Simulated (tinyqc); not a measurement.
p-type polysilicon, carrier trapping at grain boundaries: two steps of the calculation.

One-dimensional grains of size Lg, uniform ionised doping N, monovalent traps Qt at each boundary at a depth Et below (for electrons) or above (for holes) the band edge there, abrupt depletion of width W on each side of a boundary, Boltzmann statistics. xi is the distance from the band edge at the grain centre to the Fermi level. Trapped charge Qt/(1 + exp((xi + VB - Et)/Vt)) = 2 N W, barrier VB = q N W^2/(2 eps0 eps_r).

Values chosen for this exercise; values of the order met in polycrystalline silicon:
```
symbol,value,unit,meaning
T,300,K,temperature
eps_r,11.7,,relative permittivity
NB,2.65e19,cm^-3,valence-band density of states at T
Lg,47,nm,grain size
Qt,1.4e12,cm^-2,trap density of a grain boundary
Et,0.35,eV,depth of the trap level from the majority band edge at the boundary
ms,0.38,m0,mass for thermionic emission
fe,0.12,,correction factor of the emission rate
mug,50,cm^2/(V s),mobility inside the grains
N,6.3e16,cm^-3,doping
```

Constants: q = 1.602176634e-19 C, kB = 1.380649e-23 J/K, m0 = 9.1093837015e-31 kg, Vt = kB T/q, eps0 = 8.8541878128e-14 F/cm where lengths are in cm. Results are converted to the units shown.

Problem 1. Depletion width, Fermi level and barrier. If the trap equation with xi = Vt ln(NB/N) has a root W < Lg/2, the grain is partly depleted; otherwise W = Lg/2 and the trap equation gives xi = Et - VB + Vt ln(Qt/(N Lg) - 1). N* = Qt/Lg.

Wanted: N*; W; xi; VB; share of traps filled.

Solution 1.

N* = 2.979e17 cm^-3
W = 23.50 nm
xi = 0.3571 V
VB = 0.02690 V
share of traps filled = 0.2115

N is 0.212 N*, and the grain is fully depleted; VB = 1.04 Vt.

Problem 2. Resistivity and effective mobility. n0 = NB exp(-xi/Vt); mean density n0 (1 - 2 W/Lg) by charge balance in a partly depleted grain, and n0 (sqrt(pi)/2) erf(u)/u with u = sqrt(VB/Vt) in a fully depleted one; v = sqrt(kB T/(2 pi ms m0)); barrier resistivity Vt exp(VB/Vt)/(q fe n0 v Lg); grain resistivity (1 - 2 W/Lg)/(q n0 mug); effective mobility 1/(q mean density total resistivity).

W = 23.5 nm
xi = 0.35711451 V
VB = 0.026904324 V

Wanted: n0; mean density; v; barrier resistivity; grain resistivity; resistivity; effective mobility.

Solution 2.

n0 = 2.6545e13 cm^-3
mean density = 1.9622e13 cm^-3
v = 4.3639e6 cm/s
barrier resistivity = 6992.2 ohm cm
grain resistivity = 0.0000 ohm cm
resistivity = 6992.2 ohm cm
effective mobility = 45.491 cm^2/(V s)

The resistivity is 3530 times that of a single crystal with the same N and mobility mug, and the mean density is 0.0311 % of N.

tinyqc, about 0.01 s, one thread, Intel Xeon 2.30GHz (shared host): `OMP_NUM_THREADS=1 python tinyqc.py 2830183 2830184 out.jsonl`
